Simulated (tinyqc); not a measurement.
The choice of windows: band offset from the macroscopic average of a supercell potential.

A model of the planar-averaged electrostatic energy of an electron in a periodic cell of N1 periods of A (L1 = N1 n1 h) and N2 periods of B (L2 = N2 n2 h), on z_j = j h: V(z) = f VA + (1 - f) VB + F t(z), VA = V1[0] + V1[1] cos(2 pi z/(n1 h)) + V1[2] cos(4 pi z/(n1 h)), VB the same with V2, n2 and z - L1. f = [tanh(z/w) - tanh((z - L1)/w) + tanh((z - L1 - L2)/w)]/2 + 1/2; t(z) = z - L1/2 in A and (L1/L2)(L1 + L2/2 - z) beyond, so that the cell is periodic.

Running mean over n points, periodic: for odd n the plain mean of the n points centred on j; for even n the n + 1 points with half weight at both ends. The macroscopic average applies the mean over n1 points and then over n2 points.

Values chosen for the exercise (gaps near those of Si and HfO2; shifted at random, so the results belong to these values and not to a real crystal):

| symbol | value | unit | meaning |
|---|---|---|---|
| h | 0.35 | angstrom | grid step |
| n1 | 5 |  | grid points per period of A |
| n2 | 6 |  | grid points per period of B |
| N1 | 4 |  | periods of A |
| N2 | 4 |  | periods of B |
| V1 | (-8.28, 3.91, -0.1) | eV | mean and two harmonics of the potential in A |
| V2 | (-5.98, 3.83, -0.38) | eV | the same in B |
| w | 0.41 | angstrom | width of the interfaces |
| F | 0 | eV/angstrom | slope in A from opposite charges on the two interfaces |

dV read at j = 10 and 32 after means over the numbers of points listed; ripple is the spread over the five points around each.

Results:

| windows | dV (eV) | ripple in A (meV) | ripple in B (meV) |
|---|---|---|---|
| none | 1.940 | 7004 | 5175 |
| 5 only | 3.142 | 0 | 1263 |
| 6 only | 2.832 | 957 | 0 |
| 6, 7 | 2.179 | 218 | 0 |
| 5, 6 | 2.300 | 1 | 0 |

Which rows can be used, and how does a wrong window show?

The last row matches both periods and lies 0 meV from the value of a thick cell, V2[0] - V1[0] = 2.300 eV. Against it the raw potential errs by -0.36 eV. No other row is within 20 meV of it. A window one point too long leaves a ripple of 957 meV in A, against 1 meV in the last row: the ripple is the sign to look for. Rows to use, with under 30 meV of ripple in both regions once the tilt is taken off: 5, 6. A row with a large ripple can hit the right value only by chance.

tinyqc: `OMP_NUM_THREADS=1 python tinyqc.py 1881274 1881275 out.jsonl`; about 0.01 s, one thread, shared Intel(R) Xeon(R) Processor @ 2.30GHz.
